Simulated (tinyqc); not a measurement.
Buckled dimers of a reconstructed (001) surface, two dangling bonds a dimer, step by step. Values are carried at full precision from step to step, so a last printed digit may differ when a step is redone from the rounded ones.

In a dimer one atom moves up by z and the other down by z; the dangling bond of the up atom (more s-like) falls by gm z and that of the down atom rises by gm z. With all dimers tilted alike: H(k) = [[-gm z - 2 ta cos k, -tp - 2 tx cos k], [., gm z - 2 ta cos k]], k along the row in 1/a. Two electrons a dimer fill the lowest N of the 2N levels on the mesh k_j = (j + 1/2) pi/N. Total energy a dimer: W(z) = (2/N) sum of the filled levels + kf z^2. Repulsion between electrons is left out.

Constants: kB = 8.617333262e-05 eV/K.

Parameters, chosen for this exercise (of the size met on Ge(001); shifted at random, so the results belong to these values and not to a real crystal):
- tp = 0.17 eV (pi coupling inside a dimer)
- ta = 0.09 eV (coupling between like atoms along the row)
- tx = 0 eV (diagonal coupling along the row)
- gm = 2.1 eV/angstrom (shift of a dangling bond with height)
- z = 0.25 angstrom (a trial buckling)
- k = 0.44 pi/a (wave vector along the row)
- kf = 10.9 eV/angstrom^2 (force constant of buckling)
- N = 16 (k points)

## One k point at the trial buckling

Form H, its levels and the weight of the lower one on the up atom, (1 + gm z/sqrt((gm z)^2 + h^2))/2 with h the off-diagonal element; k is given in pi/a.

H (eV), rows up, down and columns alike:
```
[[-0.5587, -0.1700],
 [-0.1700, 0.4913]]
```

levels (eV): [-0.5856, 0.5181]

weight on the up atom = 0.9757

## The bands on the mesh

Both levels at each k_j for the trial z, and W(z).

Levels (eV):
```
j   k (pi/a)    lower   upper
0     0.0312  -0.7310  0.3727
1     0.0938  -0.7241  0.3796
2     0.1562  -0.7106  0.3931
3     0.2188  -0.6910  0.4127
4     0.2812  -0.6660  0.4376
5     0.3438  -0.6367  0.4670
6     0.4062  -0.6041  0.4996
7     0.4688  -0.5695  0.5342
8     0.5312  -0.5342  0.5695
9     0.5938  -0.4996  0.6041
10    0.6562  -0.4670  0.6367
11    0.7188  -0.4376  0.6660
12    0.7812  -0.4127  0.6910
13    0.8438  -0.3931  0.7106
14    0.9062  -0.3796  0.7241
15    0.9688  -0.3727  0.7310
```

band energy = -1.1037 eV
elastic energy = 0.6813 eV
W = -0.4224 eV

The lower band is full and the upper empty.

## An isolated dimer

For ta = tx = 0, W = -2 sqrt(tp^2 + (gm z)^2) + kf z^2. It buckles if gm^2/kf > tp; then sqrt(tp^2 + (gm z)^2) = gm^2/kf, the gap is twice that, and the gain is (gm^2/kf - tp)^2 kf/gm^2.

gm^2/kf = 0.4046 eV
buckling z = 0.1748 angstrom
gap = 0.8092 eV
gain = 0.1360 eV

The pi bond is too weak to resist: the dimer tilts and charge moves to the up atom.

## The row at its minimum

Minimise W over z from 0 to 1 angstrom. Gap: lowest upper level less highest lower level on 201 points from 0 to pi (negative: overlap). Charge moved to the up atom: the mean of gm z/sqrt((gm z)^2 + h^2) over the mesh, valid for a full lower band.

z = 0.1748 angstrom
gain over flat dimers = 0.1332 eV

gap (eV): flat -0.0200, at the minimum 0.4492

charge moved = 0.907 e

Buckling turns overlapping bands into a gap, as one-electron models find for Si(001). Per dimer, the gain is also the barrier for flipping the whole row together in this picture, 5.2 kT at 300 K.

## Checks

- Buckling of an isolated dimer from the formula against numerical minimisation: both 0.1748.

tinyqc: `OMP_NUM_THREADS=1 python tinyqc.py 1480647 1480648 out.jsonl`; about 0.04 s, one thread, shared Intel(R) Xeon(R) Processor @ 2.30GHz.
